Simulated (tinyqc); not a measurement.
One-electron ion in a basis of Gaussians, step by step. Computed by tinyqc, a small Python program that keeps every step. Settings: Z = 3, l = 2. Command: `OMP_NUM_THREADS=1 python tinyqc.py 23545 23546 out.jsonl` (the two numbers bound the seeds that draw the settings). One thread of a shared host (Intel(R) Xeon(R) Processor @ 2.60GHz), about 0.01 s of CPU time with the checks.

## Matrices over normalised Gaussians

exponents of r^l exp(-a r^2) (1/bohr^2): [0.045290, 0.076250, 0.128400, 0.216100]

Z = 3

l = 2

With p = a_i + a_j and I(k) = Gamma((k+1)/2) / (2 p^((k+1)/2)): S = I(2l+2), T = (2l+3) a_i a_j S / p, V = -Z I(2l+1), each divided by sqrt(S_ii S_jj).

S:
```
[[1.000000, 0.889225, 0.634433, 0.377349],
 [0.889225, 1.000000, 0.889145, 0.634614],
 [0.634433, 0.889145, 1.000000, 0.889359],
 [0.377349, 0.634614, 0.889359, 1.000000]]
```

T (hartree):
```
[[0.158515, 0.176861, 0.148688, 0.098903],
 [0.176861, 0.266875, 0.297758, 0.250380],
 [0.148688, 0.297758, 0.449400, 0.501425],
 [0.098903, 0.250380, 0.501425, 0.756350]]
```

V (hartree):
```
[[-0.543364, -0.559688, -0.477363, -0.348308],
 [-0.559688, -0.705034, -0.726195, -0.619493],
 [-0.477363, -0.726195, -0.914898, -0.942425],
 [-0.348308, -0.619493, -0.942425, -1.186909]]
```

## Generalised eigenproblem

H = T + V (hartree):
```
[[-0.384849, -0.382827, -0.328674, -0.249405],
 [-0.382827, -0.438159, -0.428437, -0.369113],
 [-0.328674, -0.428437, -0.465498, -0.441000],
 [-0.249405, -0.369113, -0.441000, -0.430559]]
```

Solve H C = S C e through S^(-1/2); each column has its largest component positive (the first on a tie).

eigenvalues of S: [0.005657, 0.088094, 0.727849, 3.178400]

eigenvalues (hartree): [-0.492054, -0.272045, -0.051846, 0.333209]

coefficients:
```
[[-0.008103, 1.880054, -2.723623, 2.422667],
 [0.676129, -1.542571, 4.949682, -7.120974],
 [-0.158403, 0.704201, -2.310247, 8.499667],
 [0.607924, -0.712881, -0.332290, -3.982586]]
```

For Z = 3 and l = 2 the exact lowest level is -Z^2/(2 n^2) with n = l + 1: -0.500000 hartree.
